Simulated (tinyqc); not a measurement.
LCCD on RHF in the 3-21g basis, for H2, spin multiplicity 1, step by step. One step of it, computed by the program tinyqc.

Task: Orthogonalisation. S = U s U^T; symmetric (Loewdin) form X = U s^(-1/2) U^T, so that X^T S X = 1.

overlap S:
```
,1H 1s,1H 2s,2H 1s,2H 2s
1H 1s,1.000000,0.645899,0.285760,0.426344
1H 2s,0.645899,1.000000,0.426344,0.777572
2H 1s,0.285760,0.426344,1.000000,0.645899
2H 2s,0.426344,0.777572,0.645899,1.000000
```

Give: eigenvalues of S; X.

Result:

eigenvalues of S: 0.1387  0.4316  0.7980  2.6317

X:
```
,1H 1s,1H 2s,2H 1s,2H 2s
1H 1s,1.2444,-0.4814,-0.0739,0.0400
1H 2s,-0.4814,1.7272,0.0400,-0.7592
2H 1s,-0.0739,0.0400,1.2444,-0.4814
2H 2s,0.0400,-0.7592,-0.4814,1.7272
```
